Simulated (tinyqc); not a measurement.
A particle near a wafer in liquid: double-layer and van der Waals forces (DLVO), deposition barrier and removal: one step, computed by the program tinyqc.

Sphere and flat wall, Derjaguin approximation, constant potentials in the linear-superposition form, no retardation and no hydration force.

Task: Energy and force at one gap. U(h) = Z R exp(-kappa h) - A R/(6 h); F(h) = -dU/dh = kappa Z R exp(-kappa h) - A R/(6 h^2), positive for repulsion.

Inputs (values chosen for the exercise, of the order of those for silicon nitride on silicon in water):

| quantity | value | unit |
|---|---|---|
| particle radius R | 150 | nm |
| Hamaker constant A | 2.9e-20 | J |
| temperature T | 323 | K |
| gap h | 0.92 | nm |

Z = -5.167518 pN

kappa = 0.1009638 1/nm

Constants: k_B = 1.380649e-23 J/K.

Give: double-layer energy; van der Waals energy; U(h); F(h).

Result:

double-layer energy = -158.40 k_B T

van der Waals energy = -176.71 k_B T

U(h) = -335.11 k_B T

F(h) = -927.89 pN

Caution: for kappa h below 1 linear superposition is only rough, and charge regulation matters.
